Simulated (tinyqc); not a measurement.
## Partial widths from the peak

Problem. A Breit-Wigner resonance has total width G = GL + GR and peak transmission Tp = 4 GL GR/G^2. GR is known to be the larger. Find GL, GR and the lifetime hbar/G.

Constants: q = 1.602176634e-19 C, hbar = 1.054571817e-34 J s. Results are converted to the units shown.

G = 0.53514812 meV
Tp = 0.94244884

Solution. GL and GR have the sum G and the product Tp G^2/4, so they are (G/2)(1 +/- sqrt(1 - Tp)).

GL = 0.203 meV
GR = 0.332 meV
lifetime = 1.23e3 fs

tinyqc, about 0.3 s, one thread, Intel Xeon 2.30GHz (shared host): `OMP_NUM_THREADS=1 python tinyqc.py 2600116 2600117 out.jsonl`
